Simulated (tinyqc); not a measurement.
Inside a calculation. Method: coherent transport through a tight-binding region between two chains. Computed by tinyqc, a small Python program that keeps every step. Settings: temperature = 300, mu = -0.0. Command: `OMP_NUM_THREADS=1 python tinyqc.py 20784 20785 out.jsonl` (the two numbers bound the seeds that draw the settings). One thread of a shared host (Intel(R) Xeon(R) Processor @ 2.60GHz), about 0.1 s of CPU time with the checks.

## Transmission at E = 0.05 eV

H of the central region (eV):
$$\begin{pmatrix}
0.000000 & -0.700000 & 0.000000 & 0.000000 & 0.000000 & -0.700000 \\
-0.700000 & 1.130000 & -0.700000 & 0.000000 & 0.000000 & 0.000000 \\
0.000000 & -0.700000 & 1.130000 & -0.700000 & 0.000000 & 0.000000 \\
0.000000 & 0.000000 & -0.700000 & 1.130000 & -0.700000 & 0.000000 \\
0.000000 & 0.000000 & 0.000000 & -0.700000 & 1.130000 & -0.700000 \\
-0.700000 & 0.000000 & 0.000000 & 0.000000 & -0.700000 & 0.000000
\end{pmatrix}$$

Leads: semi-infinite chains with site energy 0:
```
parameter                           value
lead hopping t (eV)              1.460000
coupling to the left lead (eV)   0.380000
coupling to the right lead (eV)  0.400000
left contact site                       1
right contact site                      5
```

E = 0.050000 eV

Surface Green function g = (E - i sqrt(4 t^2 - E^2)) / (2 t^2); self-energy tc^2 g on each contact site; G = (E - H - Sigma)^(-1); Gamma = -2 Im Sigma; T = Gamma_L Gamma_R |G_LR|^2; local density of states -Im G_ii / pi.

g = 0.011728-0.684831i 1/eV

G (1/eV):
$$\begin{pmatrix}
-1.887327-4.330823i & -1.523991-3.274327i & -0.463973-0.720996i & 0.808147+2.161933i & 1.710828+4.056550i & 2.470986+3.839818i \\
-1.523991-3.274327i & -4.900652-2.477461i & -4.608444-0.548042i & -2.209518+1.631911i & 1.199472+3.065847i & 4.543254+2.918715i \\
-0.463973-0.720996i & -4.608444-0.548042i & -6.646198-0.124555i & -4.217118+0.355872i & 0.139786+0.673614i & 4.538606+0.663343i \\
0.808147+2.161933i & -2.209518+1.631911i & -4.217118+0.355872i & -4.296893-1.082851i & -0.983802-2.026557i & 2.459167-1.895272i \\
1.710828+4.056550i & 1.199472+3.065847i & 0.139786+0.673614i & -0.983802-2.026557i & -1.657652-3.800302i & -0.744463-3.587477i \\
2.470986+3.839818i & 4.543254+2.918715i & 4.538606+0.663343i & 2.459167-1.895272i & -0.744463-3.587477i & -4.171320-3.532777i
\end{pmatrix}$$

local density of states (1/eV): [1.378544, 0.788600, 0.039647, 0.344682, 1.209674, 1.124518]

transmission = 0.840088

## Transmission across the band

The same steps on a grid of energies.

T(E):
```
E (eV)              T
-2.77400000  2.03e-06
-2.49660000  0.000011
-2.21920000  0.000037
-1.94180000  0.000122
-1.66440000  0.000461
-1.38700000  0.002552
-1.10960000  0.052017
-0.83220000  0.064011
-0.55480000  0.025545
-0.27740000  0.040503
0.00000000   0.385368
0.27740000   0.096062
0.55480000   0.020701
0.83220000   0.015285
1.10960000   0.056102
1.38700000   0.046695
1.66440000   0.061169
1.94180000   0.008488
2.21920000   0.007895
2.49660000   0.003544
2.77400000   0.000071
```

levels of the isolated region (eV): [-0.978343, 0.071591, 0.123907, 1.231916, 1.714436, 2.356493]

## Current

I = (2e/h) int T(E) [f(E - mu - V/2) - f(E - mu + V/2)] dE at 300 K with mu = -0 eV, the bias not changing H; 2e^2/h = 77.48092 microsiemens; the integral runs over the band on 4001 points.

Current:
```
V (volt)  I (microampere)
0.010000         0.342682
0.050000         1.721984
0.100000         3.478146
0.200000         6.862889
0.400000        11.433707
0.800000        13.864486
```
